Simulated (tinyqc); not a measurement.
Haynes-Shockley experiment: drift, diffusion and decay of a minority-carrier pulse: one step, computed by the program tinyqc. Command: `OMP_NUM_THREADS=1 python tinyqc.py 3113054 3113055 out.jsonl haynes walk`. One thread of a shared host (Intel(R) Xeon(R) Processor @ 2.30GHz), about 0.01 s of CPU time with the checks.

A thin sheet of excess carriers is made at x = 0, t = 0 in a long uniform bar; injection is low, so the pulse moves with the minority mobility.

Task: The signal at the collector. dn(x, t) = N0/sqrt(4 pi D t) exp(-(x - v t)^2/(4 D t) - t/tau). At fixed x the signal peaks where d ln(dn)/dt = 0: a t^2 + t/2 - x^2/(4 D) = 0 with a = v^2/(4 D) + 1/tau. The full width at half maximum is found by solving dn(x, t) = peak/2 on both sides of the peak.

Inputs (values chosen for the exercise, modelled on holes in n-type silicon in a lightly doped bar):
```
quantity                       value         unit
lifetime tau                      17  microsecond
temperature T                    300            K
distance d to the collector     0.27           cm
injected sheet density N0    1.7e+09       1/cm^2
```

drift velocity v = 8856 cm/s

D = 12.71918 cm^2/s

Give: time of the peak t_p; peak density; width at half maximum.

Result:

time of the peak t_p = 29.77 microsecond

peak density = 4.165e+09 1/cm^3

width at half maximum = 7.175 microsecond
